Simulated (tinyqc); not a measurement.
Configuration-coordinate model of carrier capture at a defect: one step. Optical transitions. Five cases, with inputs chosen for the exercise.

Problem. Vertical ionisation from the trapped minimum costs ET + ER; vertical capture from the free minimum releases ET - ER (none if negative); the band has a standard deviation sqrt(S hw^2 coth(hw/2kT)) with S = ER/hw, and a full width 2.35482 times that.

Two parabolas of equal curvature k in one coordinate Q: with the carrier free at the band edge, U_f = k Q^2/2; with the carrier trapped, U_t = k (Q - dQ)^2/2 - ET. ER = k dQ^2/2, Huang-Rhys factor S = ER/hw, hw = 0.0646541 sqrt(k/M) eV for k in eV/angstrom^2 and M in u. The curves cross at a height Eb = (ER - ET)^2/(4 ER) above the free minimum.

Constants: kB = 8.617333262e-05 eV/K.

Case 1.

Values chosen (of the size met at a deep level in Si; the results hold for these values, not for the real material):
- ET = 0.36 eV (thermal depth of the level below the band edge)
- ER = 0.1 eV (relaxation energy)
- hw = 0.028 eV (phonon energy of the mode)
- T = 400 K (temperature)

Case 2.

Values chosen (of the size met at a deep level in GaN; the results hold for these values, not for the real material):
- ET = 0.75 eV (thermal depth of the level below the band edge)
- ER = 0.42 eV (relaxation energy)
- hw = 0.033 eV (phonon energy of the mode)
- T = 400 K (temperature)

Case 3.

Values chosen (of the size met at a deep level in GaN; the results hold for these values, not for the real material):
- ET = 1 eV (thermal depth of the level below the band edge)
- ER = 0.65 eV (relaxation energy)
- hw = 0.047 eV (phonon energy of the mode)
- T = 400 K (temperature)

Case 4.

Values chosen (of the size met at a deep level in Si; the results hold for these values, not for the real material):
- ET = 0.3 eV (thermal depth of the level below the band edge)
- ER = 0.14 eV (relaxation energy)
- hw = 0.036 eV (phonon energy of the mode)
- T = 350 K (temperature)

Case 5.

Values chosen (of the size met at a DX centre in AlGaAs; the results hold for these values, not for the real material):
- ET = 0.13 eV (thermal depth of the level below the band edge)
- ER = 0.78 eV (relaxation energy)
- hw = 0.012 eV (phonon energy of the mode)
- T = 77 K (temperature)

Give: energies; coth(hw/2kT); standard deviation; full width.

Solution.

Case 1.

energies (eV): ionisation peak 0.460, zero-phonon 0.360, emission peak 0.260

coth(hw/2kT) = 2.5960
standard deviation = 0.0853 eV
full width = 0.2008 eV

Radiative capture would peak at 0.260 eV. The optical peak exceeds the thermal depth by a factor 1.28.

Case 2.

energies (eV): ionisation peak 1.170, zero-phonon 0.750, emission peak 0.330

coth(hw/2kT) = 2.2462
standard deviation = 0.1764 eV
full width = 0.4155 eV

Radiative capture would peak at 0.330 eV. The optical peak exceeds the thermal depth by a factor 1.56.

Case 3.

energies (eV): ionisation peak 1.650, zero-phonon 1.000, emission peak 0.350

coth(hw/2kT) = 1.6873
standard deviation = 0.2270 eV
full width = 0.5346 eV

Radiative capture would peak at 0.350 eV. The optical peak exceeds the thermal depth by a factor 1.65.

Case 4.

energies (eV): ionisation peak 0.440, zero-phonon 0.300, emission peak 0.160

coth(hw/2kT) = 1.8700
standard deviation = 0.0971 eV
full width = 0.2286 eV

Radiative capture would peak at 0.160 eV. The optical peak exceeds the thermal depth by a factor 1.47.

Case 5.

energies (eV): ionisation peak 0.910, zero-phonon 0.130, emission peak -0.650

coth(hw/2kT) = 1.3921
standard deviation = 0.1141 eV
full width = 0.2688 eV

Vertical capture would need energy: there is no luminescence peak (at most a tail of the broadened line), and a carrier freed by light must cross the barrier Eb to return or tunnel through it; where tunnelling is slow this gives persistent photoconductivity at low temperature. The optical peak exceeds the thermal depth by a factor 7.00.

Computed by tinyqc, one run a case: `OMP_NUM_THREADS=1 python tinyqc.py N N+1 out.jsonl` with N = 1450063, 1450139, 1450198, 1450237, 1450298; one thread of a shared Intel(R) Xeon(R) Processor @ 2.30GHz, about 0.01 s a run at most.
